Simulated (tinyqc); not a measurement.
Nanosheet or nanowire with hard walls, valleys of the Si type: one step. One-dimensional subbands. Three cases, with inputs chosen for the exercise.

Task: The ten lowest levels of all groups together, numbered within each group.

Hard walls around a W x H rectangle. The block w_c of w in (y, z) confines; the transport mass follows from 1/m_x = w_xx - w_xc w_c^-1 w_cx. The cross-section problem c (w_yy ky^2 + 2 w_yz ky kz + w_zz kz^2), c = hbar^2/2m0, is solved in products sin(n pi y/W) sin(l pi z/H), n, l = 1 to 12; if w_yz = 0 the levels are c pi^2 (w_yy n^2/W^2 + w_zz l^2/H^2). The w_yz term couples (n, l) to (n', l') by -2 c w_yz D_nn'(W) D_ll'(H) with D_nm(L) = 4 n m/(L (n^2 - m^2)) for n + m odd and 0 otherwise.

Constants: hbar^2/2m0 = 3.80998211 eV angstrom^2.

Case 1.

Values chosen (out of a larger set: near those of Si; not measured data): W = 245 angstrom (width, along y); H = 76 angstrom (height, along z = [001]).

Valleys:
```
group,valleys g,w_yy,w_zz,|w_yz|,m_x (m0)
A,2,5.319149,1.104972,0.000000,0.188000
B,4,3.212061,5.319149,0.000000,0.546500
```

Case 2.

Values chosen (out of a larger set: near those of Si; not measured data): W = 155 angstrom (width, along y); H = 46 angstrom (height, along z = [001]).

Valleys:
```
group,valleys g,w_yy,w_zz,|w_yz|,m_x (m0)
A,2,5.291005,1.101322,0.000000,0.189000
B,4,3.196163,5.291005,0.000000,0.548500
```

Case 3.

Values chosen (out of a larger set: near those of Si; not measured data): W = 80 angstrom (width, along y); H = 60 angstrom (height, along z = [001]).

Valleys:
```
group,valleys g,w_yy,w_zz,|w_yz|,m_x (m0)
A,2,5.347594,1.091703,0.000000,0.187000
B,4,3.219648,5.347594,0.000000,0.551500
```

Give: Subbands.

Result:

Case 1.

Subbands:
```
label,valleys g,m_x (m0),E (eV)
A1,2,0.1880,0.0105
A2,2,0.1880,0.0205
A3,2,0.1880,0.0321
B1,4,0.5465,0.0366
A4,2,0.1880,0.0372
A5,2,0.1880,0.0421
B2,4,0.5465,0.0427
B3,4,0.5465,0.0527
A6,2,0.1880,0.0588
A7,2,0.1880,0.0605
```

The lowest subband is A1; the number of further ones in the list within kB T = 25.9 meV of it at 300 K is 2.

Case 2.

Subbands:
```
label,valleys g,m_x (m0),E (eV)
A1,2,0.1890,0.0279
A2,2,0.1890,0.0527
A3,2,0.1890,0.0866
A4,2,0.1890,0.0941
B1,4,0.5485,0.0990
A5,2,0.1890,0.1114
B2,4,0.5485,0.1140
B3,4,0.5485,0.1390
A6,2,0.1890,0.1521
A7,2,0.1890,0.1528
```

The lowest subband is A1; the number of further ones in the list within kB T = 25.9 meV of it at 300 K is 1.

Case 3.

Subbands:
```
label,valleys g,m_x (m0),E (eV)
A1,2,0.1870,0.0428
B1,4,0.5515,0.0748
A2,2,0.1870,0.0770
B2,4,0.5515,0.1315
A3,2,0.1870,0.1340
A4,2,0.1870,0.1371
A5,2,0.1870,0.1713
A6,2,0.1870,0.2139
B3,4,0.5515,0.2261
A7,2,0.1870,0.2283
```

The lowest subband is A1; the number of further ones in the list within kB T = 30.2 meV of it at 350 K is 0.

Computed by tinyqc, one run a case: `OMP_NUM_THREADS=1 python tinyqc.py N N+1 out.jsonl` with N = 1250098, 1250449, 1250569; one thread of a shared Intel(R) Xeon(R) Processor @ 2.30GHz, about 0.04 s a run at most.
